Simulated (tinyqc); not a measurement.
Smoothing against break-up: capillary instabilities by surface diffusion: grooving and agglomeration of films, edge retraction, wire break-up and smoothing of roughness. Computed by tinyqc, a small Python program. Command: `OMP_NUM_THREADS=1 python tinyqc.py 3009260 3009261 out.jsonl dewet walk`. One thread of a shared host (Intel(R) Xeon(R) Processor @ 2.30GHz), about 0.01 s of CPU time with the checks.

Isotropic surface energy; shapes change by surface diffusion alone.

Inputs (values chosen for the exercise, for a model film):
```
quantity                         value        unit
surface energy gamma_s            3.29       J/m^2
grain-boundary energy gamma_b     0.88       J/m^2
interface energy gamma_i           2.5       J/m^2
atomic volume Omega               13.6  angstrom^3
surface sites nu                    11      1/nm^2
prefactor D0                   4.3e-05       m^2/s
activation energy Q               1.87          eV
temperature T                      855           K
film thickness h                   6.4          nm
grain radius R                      24          nm
wire radius r                      3.7          nm
initial ripple over radius        0.05           -
roughness wavelength lambda         87          nm
```

Grooves: at the surface and the interface.

Constants: k_B = 8.617333262e-05 eV/K; k_B = 1.380649e-23 J/K.

Method:
- Groove angle beta: sin(beta) = gamma_b/(2 gamma). For circular grains of radius R with spherical caps the groove ends (measured from the mean surface) at the depth R g(beta), g = (2 - 3 cos beta + cos^3 beta)/(3 sin^3 beta). The film parts if R [g(beta_s) + g(beta_i)] > h.
- B = D_s nu gamma_s Omega^2/(k_B T), D_s = D0 exp(-Q/(k_B T)).
- A wire with r + A cos(k z) has dA/dt = (B/r^4) (kr)^2 [1 - (kr)^2] A: unstable for wavelengths above 2 pi r, fastest at kr = 1/sqrt 2 with the rate B/(4 r^4); break-up time about (4 r^4/B) ln(r/A0); each wavelength makes a sphere of radius (3 r^2 lambda_m/4)^(1/3).
- Roughness of wavelength lambda on a flat face decays as exp[-B (2 pi/lambda)^4 t]; the smoothing time is that for a factor e^3.

beta_s = 7.68569 degrees

Times (s); the last column is (h/(0.780 tan beta_s))^4/B:
```
T (K)  B (nm^4/s)   smoothing  wire break-up  groove to depth h
727    3.1198e+00  3.5347e+04     7.1985e+02         4.3804e+06
770    1.5599e+01  7.0693e+03     1.4397e+02         8.7607e+05
812    6.3549e+01  1.7353e+03     3.5339e+01         2.1504e+05
855    2.3143e+02  4.7650e+02     9.7041e+00         5.9051e+04
898    7.4287e+02  1.4844e+02     3.0231e+00         1.8396e+04
941    2.1388e+03  5.1559e+01     1.0500e+00         6.3894e+03
1026   1.3254e+04  8.3202e+00     1.6944e-01         1.0311e+03
```

What follows from these numbers?

All times share 1/B, so their ratios do not depend on T: break-up over smoothing is 0.020. The wire breaks before this roughness is smoothed, at any temperature. Smoothing is safe for lambda well below 2 pi r, above which a ripple along the wire grows instead. B spans 3.6 decades over these rows.
